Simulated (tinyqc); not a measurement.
Finite-difference solution of the diffusion equation on a small grid: one step, computed by the program tinyqc.

dC/dt = D d2C/dx2 on nodes x_j = j dx, j = 0..9; the far end is sealed.

Task: Time step 1. With r = D dt/dx^2: (1 - theta r M) C(new) = (1 + (1 - theta) r M) C(old); theta = 0 explicit, 1 implicit, 1/2 Crank-Nicolson.

Boundary at x = 0: sealed surface. Scheme: explicit.

operator M:
```
    0   1   2   3   4   5   6   7
0  -2   2   0   0   0   0   0   0
1   1  -2   1   0   0   0   0   0
2   0   1  -2   1   0   0   0   0
3   0   0   1  -2   1   0   0   0
4   0   0   0   1  -2   1   0   0
5   0   0   0   0   1  -2   1   0
6   0   0   0   0   0   1  -2   1
7   0   0   0   0   0   0   1  -2
8   0   0   0   0   0   0   0   1
9   0   0   0   0   0   0   0   0

    8   9
0   0   0
1   0   0
2   0   0
3   0   0
4   0   0
5   0   0
6   0   0
7   1   0
8  -2   1
9   2  -2
```

mesh ratio r = 0.2944

C at the start (%): 20.3  77.2  100.0  63.7  26.5  10.2  0.0  0.0  0.0  0.0

Give: C after step 1.

Result:

C after step 1 (%): 53.80272  67.16096  82.60096  63.43504  32.65296  11.99584  3.00288  0.00000  0.00000  0.00000
